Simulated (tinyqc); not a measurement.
Round nanowire with a gate all round, subbands and threshold shift from confinement: one step of the calculation.

Undoped body with a flat potential across it, hard walls, transport along x. One isotropic valley (g = 1, mx = my = mz = me). Non-parabolicity enters the subband edges through E (1 + al E) = gamma, so E = 2 gamma/(1 + sqrt(1 + 4 al gamma)); motion within a subband is taken as parabolic with the band-edge mass. Energies are counted from the bulk band edge.

Problem. Lowest subbands. gamma = C (2 z/(t + dl))^2 (1/my + 1/mz)/2, z the zeros of the Bessel functions J_l (2.404826, 3.831706, 5.135622, 5.520078, ...), twofold for l > 0; the mean inverse mass is an approximation for anisotropic valleys, C = hbar^2/(2 m0). List the 4 lowest, labelled by quantum numbers, with degeneracy g and N_k: N_k = g sqrt(2 mx m0 kB T/(pi hbar^2)).

Parameters, values chosen for the exercise; masses close to those of GaAs:
```
symbol   value  unit                                                meaning
T          200     K                                            temperature
me      0.0666    m0                                  mass at the band edge
al        0.56  1/eV                                       non-parabolicity
t          5.9    nm                                               diameter
dl         0.2    nm  widening of the box by penetration into the insulator
```

Constants: q = 1.602176634e-19 C, kB = 1.380649e-23 J/K, hbar = 1.054571817e-34 J s, m0 = 9.1093837015e-31 kg, hbar^2/(2 m0) = 0.0380998212 eV nm^2. Results are converted to the units shown.

Give: E_k; g; N_k.

Solution.

```
subband  E_k (eV)  g  N_k (cm^-1)
0,1        0.3039  1      9.793e5
1,1        0.6594  2      1.959e6
2,1         1.029  2      1.959e6
0,2         1.143  1      9.793e5
```

Range of the model: Levels near or above 1 eV lie beyond real barriers and upper valleys; they are listed for the hard-wall model only.

Numbers from tinyqc (`OMP_NUM_THREADS=1 python tinyqc.py 2350043 2350044 out.jsonl`; about 0.1 s on one thread of a shared Intel Xeon 2.30GHz).
